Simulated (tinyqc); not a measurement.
Two-band model of a narrow-gap semiconductor with electrons and holes. From one set of inputs to another, one input at a time. Computed by tinyqc, a small Python program. Command: `OMP_NUM_THREADS=1 python tinyqc.py 3000377 3000378 out.jsonl bipolar ladder`. One thread of a shared host (Intel(R) Xeon(R) Processor @ 2.30GHz), about 0.1 s of CPU time with the checks.

Two parabolic bands with acoustic scattering (r = -1/2, a = 0), a gap that does not change with T, and fully ionised dopants. Melting is ignored, so values above the melting point are formal, and kappa_L does not change with T. eta_n = (E_F - E_c)/(k_B T), eta_p = -eta_n - E_g/(k_B T).

The inputs printed are set A. Set A is modelled on Bi2Te3; the values taken over come from a set modelled on Mg2Si. Inputs not listed in the table keep their values of set A, so the rows need not describe a real material.

Inputs (values chosen for the exercise, modelled on Bi2Te3):
```
quantity                                value        unit
electron mass m_n                        0.92         m_0
hole mass m_p                             1.1         m_0
electron mobility parameter mu_300,n      480  cm^2/(V s)
hole mobility parameter mu_300,p          350  cm^2/(V s)
temperature exponent p                    1.5           -
band gap E_g                             0.16          eV
net doping N                          1.4e+19      1/cm^3
lattice thermal conductivity kappa_L     0.69     W/(m K)
temperature T                             540           K
```

Doping: n-type.

Constants: k_B = 8.617333262e-05 eV/K; m_0 = 9.1093837015e-31 kg; k_B = 1.380649e-23 J/K; hbar = 1.054571817e-34 J s; e = 1.602176634e-19 C.

Method:
- With x = E/(k_B T), a = alpha k_B T (0 for a parabolic band), G = x (1 + a x), D = 1 + 2 a x and <y> = int y f (1 - f) dx, f = 1/(1 + exp(x - eta)): tau = tau_0 G^r/D; transport function s = G^(3/2 + r)/D^2; n = N_0 <G^(3/2)> with N_0 = (2 m k_B T)^(3/2)/(3 pi^2 hbar^3).
- Integrals over x = E/(k_B T) use 160 Gauss-Legendre points in u = sqrt(x) from 0 to sqrt(max(eta, 0) + 32).
- Neutrality: n - p = N, with n = N_0(m_n) <x^(3/2)> at eta_n and p = N_0(m_p) <x^(3/2)> at eta_p.
- sigma = e mu_0 N_0 <s> with mu_0 = e tau_0/m = mu_300 (T/300 K)^(-p); |S| = (k_B/e)(<x s>/<s> - eta); Lorenz number L = (k_B/e)^2 (<x^2 s>/<s> - (<x s>/<s>)^2); kappa_e = L sigma T; zT = S^2 sigma T/(kappa_L + kappa_e).
- Hall factor r_H = <x^(3/2)> <x^(1/2)>/<s>^2.
- Both bands together (these totals replace the one-band zT): sigma = sigma_n + sigma_p; S = (sigma_p |S_p| - sigma_n |S_n|)/sigma; kappa_bip = (sigma_n sigma_p/sigma)(|S_n| + |S_p|)^2 T; kappa_e = (L_n sigma_n + L_p sigma_p) T; zT = S^2 sigma T/(kappa_L + kappa_e + kappa_bip); weak-field R_H = (r_p sigma_p^2/p - r_n sigma_n^2/n)/(e sigma^2), where the Hall factors r_n and r_p are <x^(3/2)> <x^(1/2)>/<s>^2.

Each row keeps all changes above it:
```
input moved                                        from    to  conductivity sigma (S/cm)     zT  kappa_e (W/(m K))
set A                                                 -     -                      532.5  0.223             0.4429
band gap E_g (eV)                                  0.16  0.65                      323.3  1.544             0.2675
hole mass m_p (m_0)                                 1.1   1.5                      323.3  1.543             0.2675
temperature T (K)                                   540   670                      236.5  1.688             0.2408
electron mass m_n (m_0)                            0.92  0.87                      236.0  1.613             0.2407
electron mobility parameter mu_300,n (cm^2/(V s))   480   330                      162.3  1.203             0.1655
lattice thermal conductivity kappa_L (W/(m K))     0.69   3.6                      162.3  0.277             0.1655
hole mobility parameter mu_300,p (cm^2/(V s))       350    49                      162.2  0.279             0.1654
```

Conductivity sigma goes from 533 to 162, a factor 0.305 in all. The largest single move comes from band gap E_g (a factor 0.607). zT goes from 0.223 to 0.279, a factor 1.25 in all. The largest single move comes from band gap E_g (a factor 6.93), and lattice thermal conductivity kappa_L works against it (a factor 0.230). kappa_e goes from 0.443 to 0.165, a factor 0.373 in all. The largest single move comes from band gap E_g (a factor 0.604). The single moves hold for this order of the switches; the total does not depend on the order.

Extremes, crossings and ranges named in words are read from the listed rows.
